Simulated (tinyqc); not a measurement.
Composition and strain of an epitaxial Si(1-x)Ge(x) layer from Raman and X-ray peaks: one step, computed by the program tinyqc.

A (001) layer, biaxially strained in the plane. The Raman peaks follow empirical lines omega = w0 + c1 x + c3 x^3 + b eps (c3 for Si-Ge alone), with eps the in-plane strain.

Question. Raman peaks. Insert x and eps in the three lines; the strain part is b eps.

Inputs (values chosen for the exercise, modelled on silicon-germanium):
```
quantity                     value  unit
Ge fraction x                  0.6     -
Si-Si: w0                    520.2  1/cm
Si-Si: c1                    -64.6  1/cm
Si-Si: strain coefficient b   -710  1/cm
Si-Ge: w0                      400  1/cm
Si-Ge: c1                     24.6  1/cm
Si-Ge: c3                    -31.6  1/cm
Si-Ge: strain coefficient b   -585  1/cm
Ge-Ge: w0                    280.1  1/cm
Ge-Ge: c1                     19.7  1/cm
Ge-Ge: strain coefficient b   -468  1/cm
```

Substrate: germanium.

in-plane strain eps = 17.45022 per mille

Give: Si-Si peak; Si-Ge peak; Ge-Ge peak; strain parts.

Answer.

Si-Si peak = 469.1 1/cm

Si-Ge peak = 397.7 1/cm

Ge-Ge peak = 283.8 1/cm

strain parts (1/cm): Si-Si -12.39, Si-Ge -10.21, Ge-Ge -8.17

Read as unstrained, the Si-Si peak would give x = 0.792 in place of 0.6.
